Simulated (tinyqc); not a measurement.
From volume change from V0 back to Grueneisen parameter gamma_LA: quasi-harmonic thermal expansion with mode Grueneisen parameters. Computed by tinyqc, a small Python program. Command: `OMP_NUM_THREADS=1 python tinyqc.py 3009542 3009543 out.jsonl qha inv`. One thread of a shared host (Intel(R) Xeon(R) Processor @ 2.30GHz), about 0.2 s of CPU time with the checks.

A crystal with two atoms a cell; per atom there are 1 transverse acoustic (TA), 1/2 longitudinal acoustic (LA) and 3/2 optical (O) modes. Every frequency of group i scales as nu_i (V/V0)^(-gamma_i). Each group has one frequency. Static energy: E = (9 V0 B0/16) [y^3 B' + y^2 (2 - 4 y)], y = (V0/V)^(2/3) - 1, with pressure P_s = (3 B0/2) (z^7 - z^5) [1 + (3/4)(B' - 4)(z^2 - 1)], z = (V0/V)^(1/3).

Inputs (values chosen for the exercise, for a model crystal):
```
quantity,value,unit
static volume V0,13.1,angstrom^3/atom
static bulk modulus B0,245,GPa
static B',5.33,-
frequency nu_TA,1.56,THz
frequency nu_LA,3.02,THz
frequency nu_O,5.89,THz
Grueneisen parameter gamma_TA,-1,-
Grueneisen parameter gamma_O,2,-
temperature T,300,K
step factor f,1.2,-
```

Acoustic groups: Einstein.

Constants: h x 1 THz = 4.135667696 meV; k_B = 8.617333262e-05 eV/K; 1 eV/angstrom^3 = 160.2176634 GPa.

Method:
- For a mode with x = h nu/(k_B T), n = 1/(exp(x) - 1): U = h nu (n + 1/2), C/k_B = x^2 n (n + 1); U_i and C_i sum these over group i with its weight per atom.
- Phonon pressure P_ph = sum_i gamma_i U_i/V.
- Start at V0 and step V(new) = V [1 + f (P_s + P_ph)/B0]; stop when |P_s + P_ph| < 1e-8 GPa, after 60 steps, or when V leaves 0.7 to 1.3 V0.
- B_T = -V d(P_s + P_ph)/dV at fixed T (central difference, step 1e-4 V); alpha_V = sum gamma_i C_i k_B/(B_T V), all at V(T); the linear coefficient is alpha_L = alpha_V/3.
- C_P - C_V = alpha_V^2 B_T V T; the optical frequency is nu_O (V/V0)^(-gamma_O).

Task: A run gave the result below. Find the Grueneisen parameter gamma_LA, known to lie between 0.91 and 1.6.

volume change from V0 = 0.3565339 %

Result:

Each step takes the trial c = (a f_b - b f_a)/(f_b - f_a), f being the result less the target and a, b, c the logarithms of the listed values; c replaces end b, the old b replaces a if the sign of f changed, and otherwise f_a is halved.

Scan of the range:
```
Grueneisen parameter gamma_LA,volume change from V0 (%)
0.91,0.347730
1.00,0.353733
1.10,0.360403
1.21,0.367743
1.33,0.375752
1.46,0.384431
1.60,0.393780
```

False position (Illinois rule, in the logarithm of the input) inside the bracket:
```
step,end a,end b,trial,volume change from V0 (%)
1,1.00000,1.10000,1.04084,0.356456
2,1.10000,1.04084,1.04197,0.356532
3,1.10000,1.04197,1.04203,0.356536
4,1.04197,1.04203,1.04200,0.356534
5,1.04197,1.04200,1.04200,0.356534
6,1.04200,1.04200,1.04200,0.356534
7,1.04200,1.04200,1.04200,0.356534
8,1.04200,1.04200,1.04200,0.356534
9,1.04200,1.04200,1.04200,0.356534
10,1.04200,1.04200,1.04200,0.356534
11,1.04200,1.04200,1.04200,0.356534
12,1.04200,1.04200,1.04200,0.356534
```

Volume change from V0 rises at every point of a 13-point scan of the range (every second point is shown), so one value fits; it is bracketed by 1.00 and 1.10. Answer: Grueneisen parameter gamma_LA = 1.042.
